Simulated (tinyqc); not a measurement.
Inside a calculation. Method: Born-Oppenheimer dynamics on the RHF/sto-3g surface (energies and gradients from PySCF), for BeH2, spin multiplicity 1. Computed by tinyqc, a small Python program that keeps every step (integrals from PySCF). Settings: charge = 0, multiplicity = 1, basis = sto-3g, time step (fs) = 0.5, steps = 24. Command: `OMP_NUM_THREADS=1 python tinyqc.py 24130 24131 out.jsonl` (the two numbers bound the seeds that draw the settings). One thread of a shared host (Intel(R) Xeon(R) Processor @ 2.60GHz), about 1 s of CPU time with the checks.

## Velocity Verlet step 1

positions (bohr), order 1Be, 2H, 3H:
$$\begin{pmatrix}
0.049133 & -0.015118 & -0.052912 \\
0.085038 & 2.666404 & 0.304246 \\
0.015118 & -2.500108 & 0.291018
\end{pmatrix}$$

velocities (bohr per atomic time unit), order 1Be, 2H, 3H:
$$\begin{pmatrix}
-0.000000091 & -0.000095867 & -0.000068816 \\
0.000186909 & 0.000470133 & 0.000343184 \\
-0.000186091 & 0.000387133 & 0.000272184
\end{pmatrix}$$

gradient (hartree/bohr), order 1Be, 2H, 3H:
$$\begin{pmatrix}
-0.00043921 & -0.03417718 & -0.02130400 \\
0.00063743 & 0.04811752 & 0.01264521 \\
-0.00019821 & -0.01394034 & 0.00865878
\end{pmatrix}$$

masses (electron masses): 1Be 16428.202802, 2H 1837.152588, 3H 1837.152588

gradient after step 1 (hartree/bohr), order 1Be, 2H, 3H:
$$\begin{pmatrix}
-0.00051880 & -0.03724919 & -0.02152910 \\
0.00071173 & 0.04900406 & 0.01297865 \\
-0.00019293 & -0.01175488 & 0.00855044
\end{pmatrix}$$

dt = 0.5 fs = 20.6707 atomic units; x' = x + v dt - g dt^2 / (2m); after the new gradient g', v' = v - (g + g') dt / (2m).

positions after step 1 (bohr), order 1Be, 2H, 3H:
$$\begin{pmatrix}
0.049137 & -0.016655 & -0.054058 \\
0.088827 & 2.670526 & 0.309869 \\
0.011294 & -2.490484 & 0.295637
\end{pmatrix}$$

velocities after step 1 (bohr per atomic time unit), order 1Be, 2H, 3H:
$$\begin{pmatrix}
0.000000511 & -0.000050931 & -0.000041869 \\
0.000179319 & -0.000076248 & 0.000199031 \\
-0.000183891 & 0.000531687 & 0.000175369
\end{pmatrix}$$

## Velocity Verlet step 2

gradient after step 2 (hartree/bohr), order 1Be, 2H, 3H:
$$\begin{pmatrix}
-0.00058620 & -0.03900660 & -0.02137037 \\
0.00075966 & 0.04812253 & 0.01303936 \\
-0.00017346 & -0.00911594 & 0.00833100
\end{pmatrix}$$

As before.

positions after step 2 (bohr), order 1Be, 2H, 3H:
$$\begin{pmatrix}
0.049154 & -0.017223 & -0.054643 \\
0.092451 & 2.663251 & 0.312474 \\
0.007516 & -2.478127 & 0.298268
\end{pmatrix}$$

velocities after step 2 (bohr per atomic time unit), order 1Be, 2H, 3H:
$$\begin{pmatrix}
0.000001206 & -0.000002957 & -0.000014880 \\
0.000171041 & -0.000622657 & 0.000052660 \\
-0.000181830 & 0.000649101 & 0.000080399
\end{pmatrix}$$

## Energy conservation

The total energy should stay constant up to terms of order dt^2; the step counts as short enough if it moves by less than 2 % of the largest kinetic energy.

Trajectory:
```
time (fs)  1Be-2H (angstrom)  potential (hartree)  kinetic (hartree)  total (hartree)
0.000000            1.431657         -15.55137930         0.00069523     -15.55068407
0.500000            1.435130         -15.55110824         0.00042596     -15.55068228
1.000000            1.431871         -15.55149686         0.00081079     -15.55068607
1.500000            1.421959         -15.55248480         0.00178953     -15.55069527
2.000000            1.405720         -15.55392599         0.00321648     -15.55070951
2.500000            1.383746         -15.55559620         0.00486817     -15.55072803
3.000000            1.356916         -15.55720830         0.00645914     -15.55074916
3.500000            1.326425         -15.55844206         0.00767229     -15.55076977
4.000000            1.293792         -15.55899679         0.00821195     -15.55078485
4.500000            1.260862         -15.55867084         0.00788286     -15.55078798
5.000000            1.229743         -15.55745807         0.00668448     -15.55077358
5.500000            1.202687         -15.55562524         0.00488412     -15.55074111
6.000000            1.181883         -15.55370829         0.00300921     -15.55069908
6.500000            1.169176         -15.55237313         0.00170873     -15.55066440
7.000000            1.165779         -15.55215756         0.00150340     -15.55065417
7.500000            1.172042         -15.55321859         0.00254444     -15.55067416
8.000000            1.187390         -15.55524798         0.00453349     -15.55071450
8.500000            1.210431         -15.55761741         0.00686063     -15.55075678
9.000000            1.239208         -15.55965270         0.00886706     -15.55078565
9.500000            1.271494         -15.56087084         0.01007571     -15.55079513
10.000000           1.305054         -15.56108157         0.01029391     -15.55078766
10.500000           1.337834         -15.56036172         0.00959216     -15.55076956
11.000000           1.368061         -15.55896464         0.00821740     -15.55074724
11.500000           1.394285         -15.55722234         0.00649691     -15.55072542
12.000000           1.415380         -15.55546956         0.00476261     -15.55070695
```

The total energy moves within 1.4e-04 hartree, under 2 % of the largest kinetic energy.
